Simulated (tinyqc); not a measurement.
# MESFET, gradual channel with velocity saturation: effect of the donor density of the channel on saturation

A uniformly doped n-type channel, depleted from the top by a Schottky gate; at channel potential V the depleted share of a is u = sqrt((Vbi - Vg + V)/Vp), s at the source. Electrons drift with v = mu E/(1 + mu E/vsat). Abrupt depletion edge, no series resistance, source at 0.

Vbi = phiB - Vt ln(Nc/Nd); Vp = q Nd a^2/(2 eps0 eps_r); G0 = q mu Nd a W/L; Z = mu Vp/(vsat L); s = sqrt((Vbi - Vg)/Vp). I = (G0 Vp/3) F/(1 + Z (u^2 - s^2)), F = 3 (u^2 - s^2) - 2 (u^3 - s^3), with u at V = Vd; Z = 0 gives constant mobility, for which u stops at 1. The current peaks at u = um, the root of (1 - u)(1 + Z (u^2 - s^2)) = Z F/3; beyond Vdsat = Vp (um^2 - s^2) it is held at that value. gm = G0 (um - s)/(1 + Z (um^2 - s^2)).

Values chosen for this exercise; material values those of a made-up semiconductor: temperature T = 400 K; relative permittivity of the semiconductor eps_r = 9.73; conduction-band density of states at T Nc = 8.39e17 cm^-3; channel thickness a = 130 nm; low-field mobility at this doping mu = 2800 cm^2/(V s); saturation velocity vsat = 1e7 cm/s; gate length L = 5 um; gate width W = 100 um; Schottky barrier phiB = 1.04 V; gate voltage Vg = 0 V.

Constants: q = 1.602176634e-19 C, kB = 1.380649e-23 J/K, Vt = kB T/q, eps0 = 8.8541878128e-14 F/cm where lengths are in cm. Results are converted to the units shown.

Result of one run:

| Nd (cm^-3) | Z | um | Vdsat (V) | Isat (mA) | Isat for Z = 0 (mA) | gm (mS) |
|---|---|---|---|---|---|---|
| 4e17 | 3.520 | 0.7618 | 2.634 | 19.84 | 63.10 | 6.788 |

What becomes of these results when the donor density of the channel Nd is changed from 4e17 to 2.9e17 cm^-3, all else the same?

Result of the changed run:

| Nd (cm^-3) | Z | um | Vdsat (V) | Isat (mA) | Isat for Z = 0 (mA) | gm (mS) |
|---|---|---|---|---|---|---|
| 2.9e17 | 2.552 | 0.8181 | 2.047 | 10.99 | 28.06 | 5.499 |

The whole series:

| Nd (cm^-3) | Z | um | Vdsat (V) | Isat (mA) | Isat for Z = 0 (mA) | gm (mS) |
|---|---|---|---|---|---|---|
| 1.2e17 | 1.056 | 0.9535 | 0.7414 | 1.163 | 1.701 | 2.326 |
| 1.6e17 | 1.408 | 0.9148 | 1.121 | 2.840 | 4.944 | 3.320 |
| 2.2e17 | 1.936 | 0.8649 | 1.592 | 6.191 | 13.18 | 4.459 |
| 2.9e17 | 2.552 | 0.8181 | 2.047 | 10.99 | 28.06 | 5.499 |
| 4e17 | 3.520 | 0.7618 | 2.634 | 19.84 | 63.10 | 6.788 |
| 5.3e17 | 4.664 | 0.7124 | 3.203 | 31.75 | 123.1 | 8.005 |
| 7.2e17 | 6.336 | 0.6595 | 3.886 | 51.06 | 247.4 | 9.441 |

As Nd goes from 1.2e17 to 7.2e17 cm^-3, Vdsat rises from 0.741 to 3.89 V, Isat rises from 1.16 to 51.1 mA and gm rises from 2.33 to 9.44 mS. Isat is 0.684 of the constant-mobility value in the first row and 0.206 in the last. For Nd = 2.9e17 to 7.2e17 cm^-3 Nd is not small against Nc, so the Boltzmann form of Vbi is rough.

Computed by the program tinyqc: `OMP_NUM_THREADS=1 python tinyqc.py 2500057 2500058 out.jsonl`, one thread of a shared Intel Xeon 2.30GHz, about 0.04 s for the whole run.
